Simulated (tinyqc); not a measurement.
Worked calculation: Hueckel theory of the pi electrons, for the molecule Bc1ccc([CH2+])cc1 (SMILES; centres numbered as the heavy atoms are written). Computed by tinyqc, a small Python program that keeps every step. Settings: charge = 1. Command: `OMP_NUM_THREADS=1 python tinyqc.py 23074 23075 out.jsonl` (the two numbers bound the seeds that draw the settings). One thread of a shared host (Intel(R) Xeon(R) Processor @ 2.60GHz), about 0.01 s of CPU time with the checks.

## The Hueckel matrix

Centres:
```
centre,"z_r, pi electrons of the neutral centre",h
1B,0,-1.000000
2C,1,0.000000
3C,1,0.000000
4C,1,0.000000
5C,1,0.000000
6C,1,0.000000
7C,1,0.000000
8C,1,0.000000
```

Bonds:
```
i,j,k
1,2,0.700000
2,3,1
3,4,1
4,5,1
5,6,1
5,7,1
7,8,1
8,2,1
```

H_rr = alpha + h_r beta, H_rs = k_rs beta for bonded centres.

Hueckel matrix in units of beta (H = alpha + beta A), lower triangle:
```
,1B,2C,3C,4C,5C,6C,7C,8C
1B,-1.000000
2C,0.700000,0.000000
3C,0.000000,1.000000,0.000000
4C,0.000000,0.000000,1.000000,0.000000
5C,0.000000,0.000000,0.000000,1.000000,0.000000
6C,0.000000,0.000000,0.000000,0.000000,1.000000,0.000000
7C,0.000000,0.000000,0.000000,0.000000,1.000000,0.000000,0.000000
8C,0.000000,1.000000,0.000000,0.000000,0.000000,0.000000,1.000000,0.000000
```

## Orbitals

pi electrons, sum of z_r less the charge = 6

Diagonalise; E = alpha + x beta with beta < 0, so the largest x are filled first; degenerate levels share their electrons. P = sum n_i c_ri c_si; each orbital has its largest coefficient positive (the first on a tie).

x values: 2.120483  1.327328  1.000000  0.064865  -0.801357  -1.000000  -1.548717  -2.162602

occupations: 2.000000  2.000000  2.000000  0.000000  0.000000  0.000000  0.000000  0.000000

coefficients:
```
,MO1,MO2,MO3,MO4,MO5,MO6,MO7,MO8
1B,0.082337,0.170190,0.000000,0.236632,0.721384,0.000000,0.569883,0.251196
2C,0.367047,0.565839,0.000000,0.359972,0.204711,0.000000,-0.446721,-0.417201
3C,0.360340,0.315961,0.500000,-0.071146,-0.334508,0.500000,0.146463,0.363201
4C,0.397048,-0.146455,0.500000,-0.364587,0.063349,-0.500000,0.219891,-0.368259
5C,0.481594,-0.510355,0.000000,0.047497,0.283743,0.000000,-0.487012,0.433196
6C,0.227115,-0.384498,0.000000,0.732255,-0.354078,0.000000,0.314462,-0.200312
7C,0.397048,-0.146455,-0.500000,-0.364587,0.063349,0.500000,0.219891,-0.368259
8C,0.360340,0.315961,-0.500000,-0.071146,-0.334508,-0.500000,0.146463,0.363201
```

charge and bond-order matrix P, lower triangle:
```
,1B,2C,3C,4C,5C,6C,7C,8C
1B,0.071488
2C,0.253043,0.909794
3C,0.166885,0.622089,0.959352
4C,0.015533,0.125730,0.693596,0.858193
5C,-0.094408,-0.224023,0.024570,0.531920,0.984789
6C,-0.093475,-0.268404,-0.079295,0.292975,0.611215,0.398840
7C,0.015533,0.125730,-0.306404,-0.141807,0.531920,0.292975,0.858193
8C,0.166885,0.622089,-0.040648,-0.306404,0.024570,-0.079295,0.693596,0.959352
```

## Energy, charges, bond orders

E = sum n x; q_r = z_r - P_rr; bond order p = P_rs; free valence = sqrt(3) - sum of p over the bonds of the atom.

pi energy = 6 alpha + this times beta = 8.895623

pi charges: 1B -0.071488, 2C 0.090206, 3C 0.040648, 4C 0.141807, 5C 0.015211, 6C 0.601160, 7C 0.141807, 8C 0.040648

Bond orders and lengths from R = 1.517 - 0.180 p (angstrom, C-C alone):
```
bond,p,R
1-2,0.253043,-
2-3,0.622089,1.405024
3-4,0.693596,1.392153
4-5,0.531920,1.421254
5-6,0.611215,1.406981
5-7,0.531920,1.421254
7-8,0.693596,1.392153
8-2,0.622089,1.405024
```

free valence of the carbons: 2C 0.234830, 3C 0.416366, 4C 0.506535, 5C 0.056995, 6C 1.120835, 7C 0.506535, 8C 0.416366

gap between the highest filled and the next level = 0.935135 |beta|
